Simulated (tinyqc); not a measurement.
Inside a calculation. Method: MP2 on RHF in the sto-3g basis, for H2, spin multiplicity 1. One step of it, computed by the program tinyqc.

Problem. Integrals over molecular orbitals. (pq|rs) = sum C_ip C_jq C_kr C_ls (ij|kl), one index at a time.

coefficients C, order 1H 1s, 2H 1s:
$$\begin{pmatrix}
0.572562 & 1.026187 \\
0.572562 & -1.026187
\end{pmatrix}$$

core Hamiltonian H = T + V (hartree), order 1H 1s, 2H 1s:
$$\begin{pmatrix}
-1.001814 & -0.729274 \\
-0.729274 & -1.001814
\end{pmatrix}$$

Two-electron integrals (ij|kl) in chemists' order, unique and non-zero (hartree):
```
(11|11) 0.774606   (21|11) 0.332051   (21|21) 0.178803   (22|11) 0.493953
(22|21) 0.332051   (22|22) 0.774606
```

Give: one-electron integrals over orbitals h = C^T H C; Two-electron integrals over orbitals.

Solution.

one-electron integrals over orbitals h = C^T H C (hartree):
$$\begin{pmatrix}
-1.1350 & 0.0000 \\
0.0000 & -0.5740
\end{pmatrix}$$

Two-electron integrals over orbitals (pq|rs), unique and non-zero (hartree):
```
(11|11) 0.6350   (21|21) 0.1938   (22|11) 0.6290   (22|22) 0.6608
```
